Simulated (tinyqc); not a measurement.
A spin-degenerate level with charging energy between two leads, rate equations: two steps of the calculation.

States 0, up, down and 2 with energies 0, e1 - Ez/2, e1 + Ez/2 and 2 e1 + U. mu_L = +V/2, mu_R = -V/2 (meV), f(x) = 1/(1 + exp(x/kB T)). A transition that adds one electron of given spin at the energy E has the rate G f(E - mu) from each lead, and its reverse G [1 - f(E - mu)]. I counts electrons leaving the left lead, times q.

Parameters, values chosen for the exercise: tunnel rate to the left lead GL = 0.19 1/ns; tunnel rate to the right lead GR = 0.44 1/ns; time step dt = 0.5 ns.

Question 1. Rate matrix. dp/dt = W p; W_ji is the rate from state i to j, and each column sums to zero.

```
transition         fL          fR
0-up        1.0000000  0.99992559
0-down      1.0000000  0.99992559
up-2        0.9999989  0.00000143
down-2      0.9999989  0.00000143
```

Wanted: W.

Answer 1.

W (1/ns):
```
            0       up     down        2
0     -1.2599   0.0000   0.0000   0.0000
up     0.6300  -0.1900   0.0000   0.4400
down   0.6300   0.0000  -0.1900   0.4400
2      0.0000   0.1900   0.1900  -0.8800
```

Question 2. Time step. Explicit Euler step: p(new) = p + dt W p.

W (1/ns):
```
               0          up        down           2
0     -1.2599345   0.0000327   0.0000327   0.0000000
up     0.6299673  -0.1900332   0.0000000   0.4399996
down   0.6299673   0.0000000  -0.1900332   0.4399996
2      0.0000000   0.1900004   0.1900004  -0.8799992
```

p after step 1: 0 0.37003274, up 0.31498363, down 0.31498363, 2 0.00000000

Give: p after step 2.

Answer 2.

p after step 2: 0 0.1369, up 0.4016, down 0.4016, 2 0.0598

Range of the model: Rate equations need hbar G well below kB T; cotunnelling and the Kondo effect are left out.

tinyqc, about 0.01 s, one thread, Intel Xeon 2.30GHz (shared host): `OMP_NUM_THREADS=1 python tinyqc.py 2780133 2780134 out.jsonl`
